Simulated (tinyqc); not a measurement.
Worked calculation: tight binding, dimerised chain. One step of it, computed by the program tinyqc.

Question. Levels at X. Diagonalise the Hermitian matrix.

H(k) at X (eV):
```
          A         B
A  0.000000  0.560000
B  0.560000  0.000000
```

Give: eigenvalues; weights |c|^2 of the basis functions.

Answer.

eigenvalues (eV): -0.5600  0.5600

weights |c|^2 of the basis functions:
```
   band 1  band 2
A  0.5000  0.5000
B  0.5000  0.5000
```
